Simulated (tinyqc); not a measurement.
The three schemes as the step is halved: finite-difference solution of the diffusion equation on a small grid. Computed by tinyqc, a small Python program. Command: `OMP_NUM_THREADS=1 python tinyqc.py 3008408 3008409 out.jsonl fdiff walk`. One thread of a shared host (Intel(R) Xeon(R) Processor @ 2.30GHz), about 0.01 s of CPU time with the checks.

dC/dt = D d2C/dx2 on nodes x_j = j dx, j = 0..7; the far end is sealed.

Inputs (values chosen for the exercise):

| quantity | value | unit |
|---|---|---|
| diffusivity D | 0.093 | nm^2/s |
| grid spacing dx | 5 | nm |
| time step dt | 1500 | s |
| final time t_f | 24000 | s |
| loss velocity h | 0.012 | nm/s |

Boundary at x = 0: surface loss. Scheme: Crank-Nicolson.

start values C_j, j = 0, 1, ... (% of a reference): 74.8  100  72  15.5  8.89  0  0  0

Method:
- The operator M acts as (M C)_j = C_(j-1) - 2 C_j + C_(j+1); at the sealed far end a mirror node gives 2 C_(N-2) - 2 C_(N-1); at j = 0, the outward flux h C_0 gives 2 C_1 - (2 + 2 h dx/D) C_0.
- r = D dt/dx^2.
- The mode of M with eigenvalue mu has its amplitude multiplied per step by g = (1 + (1 - theta) r mu)/(1 - theta r mu), with theta = 0 explicit, 1 implicit, 1/2 Crank-Nicolson; the explicit scheme is stable for r up to 2/|mu_min|.
- With r = D dt/dx^2: (1 - theta r M) C(new) = (1 + (1 - theta) r M) C(old); theta = 0 explicit, 1 implicit, 1/2 Crank-Nicolson.
- Each run reaches t_f in n equal steps; errors are the largest difference from exp(M D t_f/dx^2) C(0). A dash marks unstable explicit runs.

largest stable r of the explicit scheme = 0.456580

Largest error at t_f (%):

| steps n | r | explicit | implicit | Crank-Nicolson |
|---|---|---|---|---|
| 4 | 22.32000 | - | 1.5609 | 2.3267e+01 |
| 8 | 11.16000 | - | 0.7860 | 5.8046e+00 |
| 16 | 5.58000 | - | 0.3905 | 2.9122e-01 |
| 32 | 2.79000 | - | 0.1942 | 3.0673e-03 |
| 64 | 1.39500 | - | 0.0967 | 7.6247e-04 |
| 128 | 0.69750 | - | 0.0483 | 1.9061e-04 |
| 256 | 0.34875 | 0.024055 | 0.0241 | 4.7652e-05 |

What follows from these numbers?

From the last two rows, halving the step divides the error by 2.00 (implicit), 4.00 (Crank-Nicolson): a factor 2 marks first order in dt and 4 second order. The explicit scheme needs n of at least 196 to be stable; the other two are stable at any step.

Extremes, crossings and ranges named in words are read from the listed rows.
